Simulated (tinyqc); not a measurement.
Inside a calculation. Method: plane-wave Kohn-Sham cycle with exchange-only LDA in a layered model solid. One step of it, computed by the program tinyqc.

Task: Iteration 1: Hamiltonian at one k. H(m,m') = (k + G_m)^2/2 delta + V(G_m - G_m'), with V(-G) = V(G).

A solid whose potential varies along x alone (atomic units):
```
parameter                      value
period a                   11.600000
cross-section of the cell  13.000000
electrons per cell                 2
grid points                       16
plane waves -n..n, n               2
k points                           4
V1 in V1 cos(2 pi x/a)     -0.160000
```

V(G_m), m = 0, 1, 2, ... (hartree): -0.233095  -0.080000  0.000000  0.000000  0.000000

k = 0.125000 2 pi / a

Give: H.

Result:

H (hartree):
```
         -2       -1       +0       +1       +2
-2   0.2826  -0.0800   0.0000   0.0000   0.0000
-1  -0.0800  -0.1208  -0.0800   0.0000   0.0000
+0   0.0000  -0.0800  -0.2308  -0.0800   0.0000
+1   0.0000   0.0000  -0.0800  -0.0474  -0.0800
+2   0.0000   0.0000   0.0000  -0.0800   0.4293
```
